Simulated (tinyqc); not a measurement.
Donor level screened by free carriers (Yukawa potential): one step. One-parameter trial function. Three cases, with inputs chosen for the exercise.

Task: For exp(-z r): E(z) = z^2 - 8 z^3/(2z + x)^2 in Ry*. Scan z = 0.5, 0.6, ..., 1.1, then minimise; first order gives -1 + 2x.

Potential -(q/(eps r)) exp(-ks r), q = e^2/(4 pi eps0). In units Ry* = Ry m/eps^2 and a* = a0 eps/m the problem is [-Laplacian - 2 exp(-x r)/r] psi = E psi with x = ks a*.

Give: Scan (Ry*); best z; E; binding.

Case 1.

x = 0.621542
Ry* = 5.54978 meV

Result:

Scan (Ry*):
```
z    kinetic  potential        E
0.5   0.2500    -0.3803  -0.1303
0.6   0.3600    -0.5208  -0.1608
0.7   0.4900    -0.6715  -0.1815
0.8   0.6400    -0.8299  -0.1899
0.9   0.8100    -0.9946  -0.1846
1.0   1.0000    -1.1641  -0.1641
1.1   1.2100    -1.3375  -0.1275
```

best z = 0.813
E = -0.1901 Ry*
binding = 1.05 meV

First order in x would give 0.243 Ry*, a rigid shift by q ks/eps; it overstates the loss of binding by 0.433 Ry*.

Case 2.

x = 0.522942
Ry* = 5.54978 meV

Result:

Scan (Ry*):
```
z    kinetic  potential        E
0.5   0.2500    -0.4312  -0.1812
0.6   0.3600    -0.5821  -0.2221
0.7   0.4900    -0.7421  -0.2521
0.8   0.6400    -0.9088  -0.2688
0.9   0.8100    -1.0808  -0.2708
1.0   1.0000    -1.2568  -0.2568
1.1   1.2100    -1.4361  -0.2261
```

best z = 0.863
E = -0.2719 Ry*
binding = 1.51 meV

First order in x would give 0.046 Ry*, a rigid shift by q ks/eps; it overstates the loss of binding by 0.318 Ry*.

Case 3.

x = 0.215072
Ry* = 5.15367 meV

Result:

Scan (Ry*):
```
z    kinetic  potential        E
0.5   0.2500    -0.6773  -0.4273
0.6   0.3600    -0.8630  -0.5030
0.7   0.4900    -1.0520  -0.5620
0.8   0.6400    -1.2433  -0.6033
0.9   0.8100    -1.4363  -0.6263
1.0   1.0000    -1.6305  -0.6305
1.1   1.2100    -1.8256  -0.6156
```

best z = 0.972
E = -0.6312 Ry*
binding = 3.25 meV

First order in x would give -0.570 Ry*, a rigid shift by q ks/eps; it overstates the loss of binding by 0.061 Ry*.

Computed by tinyqc, one run a case: `OMP_NUM_THREADS=1 python tinyqc.py N N+1 out.jsonl` with N = 1281558, 1281713, 1281924; one thread of a shared Intel(R) Xeon(R) Processor @ 2.30GHz, about 0.02 s a run at most.
